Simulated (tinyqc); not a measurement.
Sp3 tight binding, zinc-blende lattice, step by step. One step of it, computed by the program tinyqc.

Task: Levels at k. Diagonalise the Hermitian matrix.

H(k) at k (eV):
```
                      a s                 a px                 a py                a pz
a s            -11.130000             0.000000             0.000000            0.000000
a px             0.000000            -6.350000             0.000000            0.000000
a py             0.000000             0.000000            -6.350000            0.000000
a pz             0.000000             0.000000             0.000000           -6.350000
c s   -1.829080-3.025994i  -4.343064-0.491600i  -0.676630-3.155420i  1.365472+1.563599i
c px   4.343064+0.491600i   0.443413+0.733574i  -1.582263-1.811846i  0.784056+3.656395i
c py   0.676630+3.155420i  -1.582263-1.811846i   0.443413+0.733574i  5.032596+0.569650i
c pz  -1.365472-1.563599i   0.784056+3.656395i   5.032596+0.569650i  0.443413+0.733574i

                      c s                 c px                 c py                 c pz
a s   -1.829080+3.025994i   4.343064-0.491600i   0.676630-3.155420i  -1.365472+1.563599i
a px  -4.343064+0.491600i   0.443413-0.733574i  -1.582263+1.811846i   0.784056-3.656395i
a py  -0.676630+3.155420i  -1.582263+1.811846i   0.443413-0.733574i   5.032596-0.569650i
a pz   1.365472-1.563599i   0.784056-3.656395i   5.032596-0.569650i   0.443413-0.733574i
c s            -11.130000             0.000000             0.000000             0.000000
c px             0.000000            -6.350000             0.000000             0.000000
c py             0.000000             0.000000            -6.350000             0.000000
c pz             0.000000             0.000000             0.000000            -6.350000
```

Give: eigenvalues; weights |c|^2 of the basis functions.

Result:

eigenvalues (eV): -17.1868  -14.9255  -12.5850  -12.1780  -2.6098  -1.6659  -0.4284  1.2195

weights |c|^2 of the basis functions:
```
      band 1  band 2  band 3  band 4  band 5  band 6  band 7  band 8
a s   0.4162  0.1487  0.0662  0.0110  0.2668  0.0692  0.0038  0.0181
a px  0.0580  0.0885  0.1423  0.1248  0.1536  0.2784  0.0264  0.1279
a py  0.0138  0.1397  0.2188  0.0802  0.0750  0.1378  0.1702  0.1645
a pz  0.0120  0.1231  0.0727  0.2840  0.0046  0.0146  0.2995  0.1895
c s   0.4162  0.1487  0.0662  0.0110  0.2668  0.0692  0.0038  0.0181
c px  0.0580  0.0885  0.1423  0.1248  0.1536  0.2784  0.0264  0.1279
c py  0.0138  0.1397  0.2188  0.0802  0.0750  0.1378  0.1702  0.1645
c pz  0.0120  0.1231  0.0727  0.2840  0.0046  0.0146  0.2995  0.1895
```
